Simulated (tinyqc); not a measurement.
# In-plane mass from two subband densities

Inverse problem. At zero temperature each occupied subband holds N_k = D (EF - E_k), D = md m0 q/(pi hbar^2) per eV. Two subbands are occupied. Find md, EF - E1 and EF - E2.

Constants: q = 1.602176634e-19 C, hbar = 1.054571817e-34 J s, m0 = 9.1093837015e-31 kg. Results are converted to the units shown.

N1, N2 (cm^-2): [9.2492363e11, 8.2e10]
E2 - E1 = 59.7 meV

Answer. N1 - N2 = D (E2 - E1) gives D and so md; each N_k/D is a distance to EF.

md = 0.0338 m0
EF - E1 = 65.5 meV
EF - E2 = 5.81 meV

Program tinyqc, `OMP_NUM_THREADS=1 python tinyqc.py 2140132 2140133 out.jsonl`; Intel Xeon 2.30GHz, shared host, one thread, about 0.2 s.
